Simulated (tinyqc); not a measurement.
Worked calculation: Hubbard ring of 5 sites. Computed by tinyqc, a small Python program that keeps every step. Settings: hopping = 0.73, U = 5.9, mixing = 1, iteration cap = 56. Command: `OMP_NUM_THREADS=1 python tinyqc.py 29846 29847 out.jsonl` (the two numbers bound the seeds that draw the settings). One thread of a shared host (Intel(R) Xeon(R) Processor @ 2.60GHz), about 0.2 s of CPU time with the checks. Later iterations appear only in the table of the cycle.

## Mean-field iteration 1

one-body matrix (hopping and site energies) (eV), order 1, 2, 3, 4, 5:
$$\begin{pmatrix}
-0.6900 & -0.7300 & 0.0000 & 0.0000 & -0.7300 \\
-0.7300 & 0.9500 & -0.7300 & 0.0000 & 0.0000 \\
0.0000 & -0.7300 & 0.0900 & -0.7300 & 0.0000 \\
0.0000 & 0.0000 & -0.7300 & -0.9200 & -0.7300 \\
-0.7300 & 0.0000 & 0.0000 & -0.7300 & -0.5700
\end{pmatrix}$$

U = 5.9000 eV

electrons, up and down: [3, 2]

mixing = 1

n(up) at the start (a guess, not normalised): 1 0.9000, 2 0.3000, 3 0.9000, 4 0.3000, 5 0.9000

n(down) at the start (a guess): 1 0.1000, 2 0.7000, 3 0.1000, 4 0.7000, 5 0.1000

H(up) = T + U n(down), H(down) = T + U n(up); fill the lowest levels; n(new) = n + mixing (n(out) - n); E = tr T (rho up + rho down) + U sum n_up n_down of the output.

levels, up (eV): [-0.8980, 0.3905, 0.5548, 3.5414, 5.3013]

levels, down (eV): [0.5965, 2.3234, 4.1384, 5.5480, 5.7238]

energy = -1.6647 eV

n(up) after iteration 1: 1 0.9789, 2 0.0411, 3 0.9244, 4 0.0992, 5 0.9565

n(down) after iteration 1: 1 0.0988, 2 0.8540, 3 0.0608, 4 0.9514, 5 0.0351

## Mean-field iteration 2

As before.

levels, up (eV): [-1.0722, 0.2529, 0.3990, 4.9075, 6.1728]

levels, down (eV): [-0.5258, 0.9556, 4.4583, 5.7603, 5.9117]

energy = -1.8777 eV

n(up) after iteration 2: 1 0.9858, 2 0.0289, 3 0.9606, 4 0.0442, 5 0.9805

n(down) after iteration 2: 1 0.0310, 2 0.9461, 3 0.0355, 4 0.9700, 5 0.0174

## Convergence

Each step fills the lowest levels of T + U n(other spin) and sets n(new) = n + mixing (n(out) - n); stop when output and input agree to 1e-8.

Course of the cycle:
```
iteration     E (eV)  largest |n(out) - n(in)|  mean |n_up - n_down|
1          -1.664734                  2.59e-01                0.8660
2          -1.877686                  9.21e-02                0.9372
3          -1.882826                  6.21e-03                0.9444
4          -1.882896                  1.22e-03                0.9454
5          -1.882897                  8.20e-05                0.9455
6          -1.882897                  1.41e-05                0.9455
7          -1.882897                  1.11e-06                0.9455
8          -1.882897                  1.70e-07                0.9455
9          -1.882897                  1.45e-08                0.9455
10         -1.882897                  2.10e-09                0.9455
```

local moments n_up - n_down: 1 0.9606, 2 -0.9287, 3 0.9357, 4 -0.9350, 5 0.9675

Converged in 10 iterations. Before convergence this energy mixes input and output and is not variational, so it may rise towards its limit.

## Exact diagonalisation (100 states)

Lowest levels of the sector, and the double occupancy of the lowest state.

lowest levels (eV): [-2.2456, -2.2258, -1.8502, -1.7877, -1.7665, -1.4685]

double occupancy per site = 0.0363

The mean-field solution above lies 0.3627 eV above the exact energy.

## The lowest level by Lanczos steps

From a random start vector (not printed): a_j = <q_j|H|q_j>, b_j = norm of the remainder after orthogonalising; the Ritz value is the lowest eigenvalue of the tridiagonal matrix of a and b so far.

Lanczos:
```
j   a_j (eV)  b_j (eV)  lowest Ritz value (eV)
1     4.4013    4.3815                4.401308
2     5.2336    4.8695                0.416231
3     4.9963    3.3714               -1.580802
4     6.5410    3.8067               -1.978852
5     7.2812    4.1218               -2.073464
6     6.1476    5.0256               -2.107272
7     5.8247    4.1777               -2.142571
8     6.1676    4.2999               -2.180004
9     7.7762    3.3860               -2.208201
10    6.3203    4.1878               -2.216446
```
